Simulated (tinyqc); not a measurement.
# Doping and flat-band voltage from the body effect

Problem. VT = Vfb + 2 phiF + gamma sqrt(2 phiF + Vsb), phiF = Vt ln(Na/ni), gamma = sqrt(2 q eps0 eps_r Na)/Cox, Cox = eps0 eox/tox. Find Na, gamma and Vfb from two thresholds.

Inputs (values chosen for the exercise); material values close to those of silicon:

| symbol | value | unit | meaning |
|---|---|---|---|
| T | 300 | K | temperature |
| eps_r | 11.7 |  | relative permittivity of the semiconductor |
| eox | 3.98 |  | relative permittivity of the gate insulator |
| tox | 4.8 | nm | insulator thickness |

Constants: q = 1.602176634e-19 C, kB = 1.380649e-23 J/K, Vt = kB T/q, eps0 = 8.8541878128e-14 F/cm where lengths are in cm. Results are converted to the units shown.

VT at Vsb = 0 and 1.9 V (V): [0.13084609, 0.17186753]
ni = 1.2925704e10 cm^-3

Solution. The difference of the thresholds, gamma [sqrt(2 phiF + Vsb) - sqrt(2 phiF)], holds no Vfb and rises with Na, so it has one root; Vfb then follows from the first threshold.

Na = 4.40e15 cm^-3
gamma = 0.0521 V^0.5
Vfb = -0.570 V

Computed by the program tinyqc: `OMP_NUM_THREADS=1 python tinyqc.py 2360063 2360064 out.jsonl`, one thread of a shared Intel Xeon 2.30GHz, about 0.03 s for the whole run.
